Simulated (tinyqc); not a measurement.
# Short-channel transistor, virtual-source model with series resistance: output curve

The current per gate width is the charge at the top of the source barrier (the virtual source) times its velocity times a saturation function; al and be are fitting constants of the model. Units: I in uA/um, Rs in ohm um, so I Rs = 1e-6 I Rs in volts; Q in uC/cm^2, so I = 1e-4 Q vx0 Fsat with vx0 in cm/s.

Intrinsic voltages Vg' = Vgs - I Rs, Vd' = Vds - 2 I Rs. n = n0 + nd Vd', VT = VT0 - dl Vd', Ff = 1/(1 + exp((Vg' - VT + al Vt/2)/(al Vt))), Q = Cinv n Vt ln(1 + exp((Vg' - VT + al Vt Ff)/(n Vt))), Vdsat = (vx0 L/mu)(1 - Ff) + Vt Ff, Fsat = u/(1 + u^be)^(1/be) with u = Vd'/Vdsat, and I = Q vx0 Fsat per width. I is solved self-consistently. gds = dI/dVds, gm = dI/dVgs.

Values chosen for this exercise:

| symbol | value | unit | meaning |
|---|---|---|---|
| T | 300 | K | temperature |
| Cinv | 1.42 | uF/cm^2 | inversion capacitance |
| vx0 | 1.68e7 | cm/s | velocity at the virtual source |
| mu | 1100 | cm^2/(V s) | apparent mobility |
| L | 45 | nm | channel length |
| VT0 | 0.304 | V | threshold at zero drain voltage |
| dl | 0.03 | V/V | drain-induced barrier lowering |
| n0 | 1.42 |  | subthreshold factor |
| nd | 0 | 1/V | growth of n with drain voltage |
| al | 3.5 |  | threshold shift (in units of Vt) from weak to strong inversion |
| be | 1.4 |  | sharpness of saturation |
| Rs | 120 | ohm um | series resistance of each contact |
| Vgs | 0.9 | V | gate voltage |

Constants: q = 1.602176634e-19 C, kB = 1.380649e-23 J/K, Vt = kB T/q. Results are converted to the units shown.

Result of one run:
```
Vds (V)	I (uA/um)	Fsat	gds (uS/um)	gain gm/gds
0.4	967.3	0.8357	859.4	1.480
```

What becomes of these results when the drain voltage Vds is changed from 0.4 to 0.1 V, all else the same?

Result of the changed run:
```
Vds (V)	I (uA/um)	Fsat	gds (uS/um)	gain gm/gds
0.1	335.7	0.2529	3199	0.04062
```

The whole series:
```
Vds (V)	I (uA/um)	Fsat	gds (uS/um)	gain gm/gds
0.1	335.7	0.2529	3199	0.04062
0.2	629.1	0.5050	2604	0.1509
0.3	844.2	0.7108	1668	0.5043
0.4	967.3	0.8357	859.4	1.480
0.5	1030	0.8988	447.0	3.394
0.6	1064	0.9315	265.1	6.177
0.7	1086	0.9501	179.7	9.462
0.8	1102	0.9616	135.3	12.83
0.9	1114	0.9693	110.0	15.98
```

The current rises from 336 to 1110 uA/um as Fsat rises from 0.253 to 0.969; gds falls from 3200 to 110 uS/um. The gain ends at 16.0, against 1/dl = 33.3 for a current that depends on Vds through barrier lowering alone; it falls short because Fsat is still growing.

Numbers from tinyqc (`OMP_NUM_THREADS=1 python tinyqc.py 2380111 2380112 out.jsonl`; about 0.01 s on one thread of a shared Intel Xeon 2.30GHz).
